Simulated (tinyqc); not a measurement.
Plane-wave Kohn-Sham cycle with exchange-only LDA in a layered model solid, step by step. One step of it, computed by the program tinyqc.

Question. Iteration 1: levels at that k. Diagonalise the Hermitian matrix.

H (hartree):
```
           -3         -2         -1         +0         +1         +2         +3
-3   3.538004  -0.385000   0.000000   0.000000   0.000000   0.000000   0.000000
-2  -0.385000   1.403574  -0.385000   0.000000   0.000000   0.000000   0.000000
-1   0.000000  -0.385000   0.122916  -0.385000   0.000000   0.000000   0.000000
+0   0.000000   0.000000  -0.385000  -0.303970  -0.385000   0.000000   0.000000
+1   0.000000   0.000000   0.000000  -0.385000   0.122916  -0.385000   0.000000
+2   0.000000   0.000000   0.000000   0.000000  -0.385000   1.403574  -0.385000
+3   0.000000   0.000000   0.000000   0.000000   0.000000  -0.385000   3.538004
```

Give: eigenvalues.

Answer.

eigenvalues (hartree): -0.6991  0.0130  0.3938  1.4449  1.4592  3.6066  3.6066
